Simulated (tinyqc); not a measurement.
## Ideality, saturation current and resistance from three points

Problem. Well above the saturation current a diode obeys V = n Vt ln(I/I0) + I Rs. Find n, Rs and I0.

Parameters, values chosen for the exercise:

| symbol | value | unit | meaning |
|---|---|---|---|
| T | 300 | K | temperature |

Constants: q = 1.602176634e-19 C, kB = 1.380649e-23 J/K, Vt = kB T/q. Results are converted to the units shown.

currents (A): 4e-6  0.0005  0.04
voltages (V): 0.57073667  0.71058643  0.84141468

Solution. V is linear in the three unknowns n Vt, Rs and -n Vt ln I0, so three points give a linear system.

n = 1.12
Rs = 0.100 ohm
I0 = 1.10e-14 A

Computed by the program tinyqc: `OMP_NUM_THREADS=1 python tinyqc.py 2260054 2260055 out.jsonl`, one thread of a shared Intel Xeon 2.30GHz, about 0.01 s for the whole run.
